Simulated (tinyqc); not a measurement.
Length of a polyene: Hueckel, PPP and singles CI along the polyenes. Computed by the program tinyqc. Hueckel uses the same beta without repulsion; CIS keeps all single excitations and so misses the low, doubly excited 2Ag state. W is the valence ionisation energy of a centre, MN the Mataga-Nishimoto formula, f the oscillator strength.

All-trans chains of carbon centres 1.40 angstrom apart:
```
parameter                               value
beta (eV), times 1 +/- alternation  -2.470000
alternation                          0.130000
W (eV)                              11.160000
gamma_rr (eV)                        9.760000
repulsion formula                          MN
```

Gaps and excitations (eV):
```
centres  Hueckel gap  PPP orbital gap  bright singlet (CIS)       f  lowest triplet (CIS)
2             5.5822          10.5902                7.9582  0.6823                3.2062
4             3.8326           8.3833                5.7829  1.0342                2.3362
6             3.0323           7.3022                4.7941  1.4163                1.9407
8             2.5821           6.6731                4.2284  1.7714                1.7296
10            2.2966           6.2692                3.8684  2.1069                1.6043
```

What does the comparison show, and why?

The Hueckel gap tends to 4 x alternation x |beta| = 1.28 eV for long chains. Exchange opens the PPP orbital gap, and the attraction of electron and hole brings the bright state 2.40 eV below it at 10 centres; the triplet lies 2.26 eV lower still.
